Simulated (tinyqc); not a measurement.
Cyclotron resonance of ellipsoidal valleys, Si type, step by step. Values are carried at full precision from step to step, so a last printed digit may differ when a step is redone from the rounded ones.

Valleys along [100], [010], [001] (each with its opposite partner), mass ml along the axis and mt across it. B lies in the (1-10) plane, b = (sin(theta)/sqrt2, sin(theta)/sqrt2, cos(theta)). For the angle phi between B and the axis, 1/mc^2 = cos^2(phi)/mt^2 + sin^2(phi)/(mt ml). Resonance: h nu = 2 muB B/mc, h = 2 pi hbar.

Constants: hbar = 6.58211957e-16 eV s; muB = 5.788381798e-05 eV/T.

Values chosen for the exercise (near those of Si; not measured data): theta = 72 degrees (angle of B from [001] towards [110]); ml = 0.905 m0 (longitudinal mass); mt = 0.188 m0 (transverse mass); nu = 35 GHz (microwave frequency); tau = 11 ps (scattering time).

## Angles to the valley axes

Give b and cos^2(phi) for each axis.

b: 0.6725  0.6725  0.3090

cos^2(phi): [100] 0.4523, [010] 0.4523, [001] 0.0955

## Cyclotron masses and resonance fields

For each axis, mc and B = h nu mc/(2 muB).

Resonances:
```
axis   mc (m0)   B (T)
[100]   0.2499  0.3124
[010]   0.2499  0.3124
[001]   0.3532  0.4416
```

2 distinct masses appear; the limits are mt = 0.188 (B along the axis) and sqrt(ml mt) = 0.4125 (B across it).

## The same from the mass tensor

For the valley along [001]: M = mt 1 + (ml - mt) a a^T, and mc^2 = det M/(b M b).

M (m0):
```
        x       y       z
x  0.1880       0       0
y       0  0.1880       0
z       0       0  0.9050
```

det M = 0.031986
b M b = 0.2565
mc = 0.3532 m0

## Line shape

For linear polarisation and one isotropic mass the absorbed power goes as P = [1 + (w^2 + wc^2) tau^2]/([1 + (wc^2 - w^2) tau^2]^2 + 4 w^2 tau^2), w = 2 pi nu. List it for wc/w = 0, 0.5, 0.8, 0.9, 1, 1.1, 1.2, 1.5 and 2, which is B over the resonance field.

w tau = 2.419

Power:
```
wc/w        P
0.0    0.1459
0.5    0.2383
0.8    0.4302
0.9    0.4950
1.0    0.5205
1.1    0.4910
1.2    0.4222
1.5    0.2163
2.0   0.08229
```

The largest listed value lies at wc/w = 1.0, 3.6 times the zero-field value. The line is broad: its full width in wc/w is about 2/(w tau) = 0.83. The closest two lines of this crystal are 41.3 % apart, so they merge at this w tau.

## Checks

- Rotation frequency of dv/dt = -M^-1 (v x b) for the valley along [001], in units of e B/m0, against 1/mc: both 2.8316.

Run: tinyqc, `OMP_NUM_THREADS=1 python tinyqc.py 1251353 1251354 out.jsonl`; Intel(R) Xeon(R) Processor @ 2.30GHz, one thread, shared host; about 0.01 s of CPU time with all checks.
